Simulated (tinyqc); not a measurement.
## Charge centroid from charge and shift

Problem. A sheet of N electrons in the storage layer of a charge-trap cell shifts the threshold by U = (q/eps0) N (tb/eb + xc tn/en). Find xc and the distance xc tn from the blocking layer.

Values chosen for this exercise: storage layer tn = 8.5 nm; its relative permittivity en = 7.5; blocking layer tb = 12.7 nm; its relative permittivity eb = 9.

Constants: q = 1.602176634e-19 C, eps0 = 8.8541878128e-14 F/cm where lengths are in cm. Results are converted to the units shown.

N = 6.4e12 cm^-2
U = 2.0935661 V

Answer. U eps0/(q N) is the electrical distance from the gate; subtract that of the blocking layer.

xc = 0.3500
distance = 2.975 nm

Program tinyqc, `OMP_NUM_THREADS=1 python tinyqc.py 2130051 2130052 out.jsonl`; Intel Xeon 2.30GHz, shared host, one thread, about 0.03 s.
